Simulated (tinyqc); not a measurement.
# Single-electron transistor, orthodox theory and master equation, step by step

tinyqc, about 0.01 s, one thread, Intel Xeon 2.30GHz (shared host): `OMP_NUM_THREADS=1 python tinyqc.py 2780025 2780026 out.jsonl` Printed values are rounded.

A metal island with n extra electrons joins the left lead (voltage V) and the right lead (0 V) by tunnel junctions and couples to a gate. Cs = CL + CR + Cg. Adding electron n + 1 costs mu(n) = [q (n + 1/2) - CL V - Cg Vg]/Cs (in volts); the Fermi levels are -V (left) and 0 (right). A jump that gains the energy W has the rate G(W) = (W/q)/(R [1 - exp(-W/Vt)]), W in volts, Vt = kB T/q. Sequential tunnelling only; I > 0 flows from left to right.

Values chosen for this exercise: capacitance of the left junction CL = 5.1 aF; capacitance of the right junction CR = 3.1 aF; gate capacitance Cg = 1.9 aF; resistance of the left junction RL = 140 kohm; resistance of the right junction RR = 490 kohm; temperature T = 13 K; bias of the left lead V = 8.5 mV; gate voltage Vg = 20 mV; lowest charge state kept n0 = -1; highest charge state kept n1 = 1.

Constants: q = 1.602176634e-19 C, kB = 1.380649e-23 J/K, Vt = kB T/q. Results are converted to the units shown.

Range of the model: Cotunnelling, which dominates deep in the blockade, is left out.

## Charging energy and addition levels

q/Cs, the gate period q/Cg, and mu(n) for the transitions kept.

q/Cs = 15.8631 mV
q/Cg = 84.3251 mV
kB T/(q^2/Cs) = 0.0706199
mu(n), n to n + 1, n -1 to 0 (mV): [-15.9860, -0.1229]

## Tunnelling rates

Onto the island: from the left W = -V - mu(n), from the right W = -mu(n); off the island (n + 1 to n): to the left W = mu(n) + V, to the right W = mu(n).

| n to n + 1, n | on from left (1/ns) | on from right (1/ns) | off to left (1/ns) | off to right (1/ns) |
|---|---|---|---|---|
| -1 | 334.162 | 203.626 | 0.418612 | 1.29255e-4 |
| 0 | 0.211301 | 15.0665 | 373.681 | 13.5012 |

## Probabilities and current

Steady state: p(n + 1)/p(n) = (sum of on rates)/(sum of off rates), normalised. I = q sum_n [p(n + 1) (off to left) - p(n) (on from left)].

p(n), n -1 to 1: [7.48516e-4, 0.961319, 0.0379326]
I = 2.26289 nA
mean n = 0.0371841

Two plain resistors in series would pass 13.5 nA; this is 16.8 % of that. 2 charge states hold more than 1 % each.
